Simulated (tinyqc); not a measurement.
Implanted layer, carriers, mobility and sheet resistance: two steps of the calculation.

An n-type layer from the surface x = 0 to the junction xj, N(x) = N0 exp(-(x - Rp)^2/(2 sg^2)). Local neutrality (no depletion at surface or junction, no spilling of carriers), intrinsic carriers neglected, full ionisation of active dopants.

Inputs (values chosen for the exercise); values close to those of silicon in GaN over a p-type background:
```
symbol,value,unit,meaning
T,400,K,temperature
Nb,8.8e16,cm^-3,background doping of the opposite type
N0,5.4e19,cm^-3,peak chemical concentration
m1,54.9,cm^2/(V s),mobility limit at high doping
m2,996,cm^2/(V s),"mobility limit at low doping, at 300 K"
Nr,1.94e17,cm^-3,reference doping of the mobility law
am,0.672,,exponent of the mobility law
bt,2,,temperature exponent of m2
Ns,9.71e19,cm^-3,solubility limit of active dopant
sg,45,nm,straggle after annealing
Rp,42,nm,projected range
```

Constants: q = 1.602176634e-19 C. Results are converted to the units shown.

Question 1. Junction depth and local values. xj = Rp + sg sqrt(2 ln(N0/Nb)); 15 equal steps from 0 to xj. Active dopant A = min(N, Ns); n = A - Nb; mobility mu = m1 + (m2 (T/300 K)^(-bt) - m1)/(1 + ((A + Nb)/Nr)^am).

Wanted: xj; x; N; A; n; mu.

Answer 1.

xj = 203.24 nm

```
point  x (nm)  N (cm^-3)  A (cm^-3)  n (1e19 cm^-3)  mu (cm^2/(V s))
0        0.00  3.4933e19  3.4933e19          3.4845           69.834
1       13.55  4.4218e19  4.4218e19          4.4130           67.706
2       27.10  5.1119e19  5.1119e19          5.1031           66.547
3       40.65  5.3976e19  5.3976e19          5.3888           66.139
4       54.20  5.2052e19  5.2052e19          5.1964           66.409
5       67.75  4.5847e19  4.5847e19          4.5759           67.407
6       81.30  3.6881e19  3.6881e19          3.6793           69.316
7       94.85  2.7097e19  2.7097e19          2.7009           72.508
8      108.40  1.8183e19  1.8183e19          1.8095           77.655
9      121.94  1.1144e19  1.1144e19          1.1056           85.915
10     135.49  6.2382e18  6.2382e18          0.6150           99.235
11     149.04  3.1893e18  3.1893e18          0.3101           120.67
12     162.59  1.4892e18  1.4892e18          0.1401           154.21
13     176.14  6.3508e17  6.3508e17          0.0547           202.63
14     189.69  2.4737e17  2.4737e17          0.0159           261.62
15     203.24  8.8000e16  8.8000e16          0.0000           315.84
```

The mobility runs from 66.1 to 316 cm^2/(V s).

Question 2. Sheet quantities by the trapezoid rule. Dose = integral of N, carrier sheet density = integral of n, 1/Rs = q integral of n mu, mean mobility 1/(q Rs sheet density), Hall mobility (unit Hall factor) = integral of n mu^2 over integral of n mu, Hall sheet density = (integral of n mu)^2/integral of n mu^2; all from 0 to xj.

```
point     x (nm)     N (cm^-3)  n (1e19 cm^-3)  mu (cm^2/(V s))
0        0.00000  3.4932879e19       3.4844879        69.834116
1       13.54938  4.4217601e19       4.4129601        67.706405
2       27.09877  5.1119074e19       5.1031074        66.546600
3       40.64815  5.3975639e19       5.3887639        66.138678
4       54.19753  5.2052264e19       5.1964264        66.409308
5       67.74692  4.5846741e19       4.5758741        67.406980
6       81.29630  3.6881139e19       3.6793139        69.315776
7       94.84568  2.7097373e19       2.7009373        72.508374
8      108.39507  1.8183483e19       1.8095483        77.654837
9      121.94445  1.1144330e19       1.1056330        85.915026
10     135.49383  6.2381799e18       0.6150180        99.235372
11     149.04322  3.1892519e18       0.3101252        120.66871
12     162.59260  1.4891785e18       0.1401179        154.21049
13     176.14199  6.3508480e17       0.0547085        202.62535
14     189.69137  2.4736810e17       0.0159368        261.62087
15     203.24075        8.8e16       0.0000000        315.83900
```

Find: dose; carrier sheet density; Rs; mean mobility; Hall mobility; Hall sheet density.

Answer 2.

dose = 5.0109e14 cm^-2
carrier sheet density = 4.9930e14 cm^-2
Rs = 177.74 ohm/square
mean mobility = 70.330 cm^2/(V s)
Hall mobility = 72.076 cm^2/(V s)
Hall sheet density = 4.8721e14 cm^-2

Carriers make up 99.6 % of the dose. A Hall measurement weights the mobile tail, so its sheet density is 2.4 % below the true one.

Numbers from tinyqc (`OMP_NUM_THREADS=1 python tinyqc.py 2110096 2110097 out.jsonl`; about 0.01 s on one thread of a shared Intel Xeon 2.30GHz).
